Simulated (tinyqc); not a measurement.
Inside a calculation. Method: LCCD on RHF in the 6-31g basis, for He, spin multiplicity 1. One step of it, computed by the program tinyqc.

Problem. LCCD: starting amplitudes. t_ij^ab = <ij||ab> / (e_i + e_j - e_a - e_b), whose energy is MP2.

orbital energies (hartree): MO1 -0.914127, MO2 1.399859

Two-electron integrals over orbitals (pq|rs), unique and non-zero (hartree):
```
(11|11) 1.026907    (21|11) -0.316490   (21|21) 0.227670    (22|11) 0.858133
(22|21) -0.255554   (22|22) 0.766363
```

Give: Starting amplitudes; correlation energy.

Solution.

Starting amplitudes (spin orbitals 1a, 1b, ...; amplitudes related by a flip of all spins are not repeated):

| from | to | t |
|---|---|---|
| 1a 1b | 2a 2b | -0.0492 |

correlation energy = -0.011200 hartree
